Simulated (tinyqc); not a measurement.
Charge state against the Fermi level: deep level with several charge states.

Energies from Ev. The defect has charge states +1, 0, -1 with weights 1, gm exp((EF - E1)/kT), exp((2 EF - E1 - E2)/kT); the shares are the weights over their sum. Boltzmann carriers: n = Nc exp((EF - Eg)/kT), p = Nv exp(-EF/kT). Neutrality: p - n + Nd + Nt <q> = 0.

Constants: kB = 8.617333262e-05 eV/K.

Inputs chosen for the exercise (gap and densities of states near those of Si at this temperature; shifted at random, so the results belong to these values and not to a real crystal):

| symbol | value | unit | meaning |
|---|---|---|---|
| E1 | 0.491 | eV | level (+1/0) above Ev |
| E2 | 0.72 | eV | level (0/-1) above Ev |
| gm | 2 |  | degeneracy of the middle state, the others 1 |
| T | 350 | K |  |

Shares:

| EF (eV) | +1 | 0 | -1 | <q> |
|---|---|---|---|---|
| 0.066 | 1.000 | 0.000 | 0.000 | 1.000 |
| 0.154 | 1.000 | 0.000 | 0.000 | 1.000 |
| 0.242 | 0.999 | 0.001 | 0.000 | 0.999 |
| 0.330 | 0.990 | 0.010 | 0.000 | 0.990 |
| 0.418 | 0.849 | 0.151 | 0.000 | 0.849 |
| 0.506 | 0.233 | 0.767 | 0.000 | 0.233 |
| 0.595 | 0.016 | 0.977 | 0.008 | 0.008 |
| 0.683 | 0.001 | 0.871 | 0.128 | -0.127 |
| 0.771 | 0.000 | 0.269 | 0.731 | -0.731 |
| 0.859 | 0.000 | 0.020 | 0.980 | -0.980 |
| 0.947 | 0.000 | 0.001 | 0.999 | -0.999 |
| 1.035 | 0.000 | 0.000 | 1.000 | -1.000 |

Where the levels are several kT apart the middle state rules between about E1 - kT ln gm = 0.470 and E2 + kT ln gm = 0.741 eV; its largest share listed is 0.977. Each step spreads from 10 % to 90 % over 4.4 kT = 0.133 eV.

Run: tinyqc, `OMP_NUM_THREADS=1 python tinyqc.py 1682468 1682469 out.jsonl`; Intel(R) Xeon(R) Processor @ 2.30GHz, one thread, shared host; about 0.01 s of CPU time with all checks.
